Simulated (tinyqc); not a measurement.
Microkinetic model of low-temperature epitaxy from hydride gases: adsorption, hydrogen desorption and rate control: one step, computed by the program tinyqc. Command: `OMP_NUM_THREADS=1 python tinyqc.py 3011998 3011999 out.jsonl hepi walk`. One thread of a shared host (Intel(R) Xeon(R) Processor @ 2.30GHz), about 0.01 s of CPU time with the checks.

Each hydride molecule needs two free sites and leaves four hydrogen atoms, of which two leave at once as H2; theta is the hydrogen coverage, the site density is 6.78 per nm^2 and one layer is 1.358 angstrom thick.

Question. Coverage and growth rate. With k the hydride and k_H the hydrogen adsorption rate on free pairs and k_d the desorption rate, steady state: 2 (k + k_H)(1 - theta)^2 = k_d theta; growth rate R = k (1 - theta)^2 layers/s; 1 layer/s = 8.148 nm/min. With c = 2 (k + k_H)/k_d the free share is 1 - theta = 2/(1 + sqrt(1 + 4c)).

Inputs (values chosen for the exercise, close to those used for silane and germane on Si(001)): temperature T = 560 C.

Film: silicon-germanium. Order of hydrogen desorption: first.

k = 0.02122829 1/s

k_H = 0 1/s

k_d = 5.190901 1/s

Give: c; hydrogen coverage theta; growth rate R in layers; growth rate G.

Answer.

c = 0.008179

hydrogen coverage theta = 0.008048

growth rate R in layers = 0.02089 layers/s

growth rate G = 0.1702 nm/min

The surface is mostly bare: the arrival of hydride limits growth.
